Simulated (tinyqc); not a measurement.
Offset from the accumulated charge.

Question. Layer 1 (x < 0) accumulates electrons and layer 2 (x > 0) is depleted. Boltzmann statistics. Sheet densities from the first integral: Q1 = sqrt((2 eps0 eps_r Vt N1/q)(exp(u1) - u1 - 1)) extra electrons, Q2 = sqrt((2 eps0 eps_r Vt N2/q)(exp(-u2) + u2 - 1)) missing ones, u = V/Vt; neutrality Q1 = Q2 + si. V1 + V2 = dE + Vt ln[(N2/Nc2)/(N1/Nc1)]. Find V1, V2 and dE.

Inputs (values chosen for the exercise); values of the order of III-V alloys:
- T = 350 K (temperature)
- eps_r = 11.6 (relative permittivity of both layers)
- Nc1 = 6.7e17 cm^-3 (density of states of the narrow-gap layer 1)
- Nc2 = 1.5e18 cm^-3 (density of states of the wide-gap layer 2)
- N1 = 1.2e16 cm^-3 (donor density in layer 1)
- N2 = 1.1e17 cm^-3 (donor density in layer 2)
- si = 0 cm^-2 (fixed charge at the interface)

Constants: q = 1.602176634e-19 C, kB = 1.380649e-23 J/K, Vt = kB T/q, eps0 = 8.8541878128e-14 F/cm where lengths are in cm. Results are converted to the units shown.

Q1 = 2.7486967e11 cm^-2

Answer. Each sheet density rises steadily with its bending, so Q1 fixes V1 and Q2 = Q1 - si fixes V2.

V1 = 0.09079 V
V2 = 0.08172 V
dE = 0.1300 eV

Computed by the program tinyqc: `OMP_NUM_THREADS=1 python tinyqc.py 2410070 2410071 out.jsonl`, one thread of a shared Intel Xeon 2.30GHz, about 0.07 s for the whole run.
